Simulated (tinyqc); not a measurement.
Extrapolating accelerated tests: lateral field, substrate current, probability of reaching the oxide barrier and hot-carrier lifetime of a silicon transistor (pseudo-two-dimensional and lucky-electron models). Computed by tinyqc, a small Python program. Command: `OMP_NUM_THREADS=1 python tinyqc.py 3009649 3009650 out.jsonl hotcar walk`. One thread of a shared host (Intel(R) Xeon(R) Processor @ 2.30GHz), about 0.01 s of CPU time with the checks.

Local-field models: a lucky carrier gains its energy at the peak field over a path free of collisions. Voltages are magnitudes.

Inputs (values chosen for the exercise, modelled on a silicon n-channel):

| quantity | value | unit |
|---|---|---|
| channel length L | 840 | nm |
| oxide thickness t | 21 | nm |
| junction depth x_j | 240 | nm |
| mobility mu | 380 | cm^2/(V s) |
| saturation velocity v_s | 0.85 | 1e7 cm/s |
| threshold voltage V_T | 0.5 | V |
| gate voltage V_G | 2.3 | V |
| drain voltage V_D | 6.2 | V |
| ionisation prefactor A_i | 2.1e+06 | 1/cm |
| ionisation field B_i | 1.74 | MV/cm |
| hot-carrier mean free path lambda | 8.5 | nm |
| oxide barrier phi_b | 3.1 | eV |
| interface-trap threshold phi_it | 3.6 | eV |
| lifetime constant H | 200 | s microampere/micrometre |

Drain: abrupt.

Constants: eps_0 = 8.8541878128e-12 F/m.

Method:
- C_ox = 3.9 eps_0/t; F_sat = 2 v_s/mu; V_Dsat = V_ov F_sat L/(V_ov + F_sat L), V_ov = V_G - V_T; I_D/W = C_ox v_s (V_ov - V_Dsat).
- Scale length l = 0.22 t^(1/3) x_j^(1/2) (all in cm); F_m = sqrt(((V_D - V_Dsat)/l_e)^2 + F_sat^2), with l_e = l; length of the velocity-saturated region l_e ln((V_D - V_Dsat)/(l_e F_sat) + F_m/F_sat).
- Substrate current I_sub/I_D = (A_i/B_i)(V_D - V_Dsat) exp(-B_i/F_m); probability of reaching the oxide barrier exp(-phi_b/(e lambda F_m)); lifetime tau = (H/(I_D/W)) exp(phi_it/(e lambda F_m)).
- V_10 solves tau = 3.156e8 s at the given V_G. The extrapolation fits ln(tau) against 1/V_D at 1, 1.08, 1.16 and 1.25 times the given V_D (rounded to 3 digits) by least squares and reads off the same tau.

V_Dsat = 1.21705 V

Stress points:

| V_D (V) | 1/V_D (1/V) | tau (s) |
|---|---|---|
| 6.20 | 0.16129 | 2.7924e+05 |
| 6.70 | 0.14925 | 9.7943e+04 |
| 7.19 | 0.13908 | 4.1466e+04 |
| 7.75 | 0.12903 | 1.8141e+04 |

ten-year drain voltage V_10 = 4.2861 V

V_10 from the 1/V_D extrapolation = 4.0922 V

What does the comparison show, and why?

The extrapolation is 194 mV below the true value: ln(tau) is nearly linear in 1/(V_D - V_Dsat), not in 1/V_D, so the straight line errs on the safe side when one extrapolates down.

Extremes, crossings and ranges named in words are read from the listed rows.
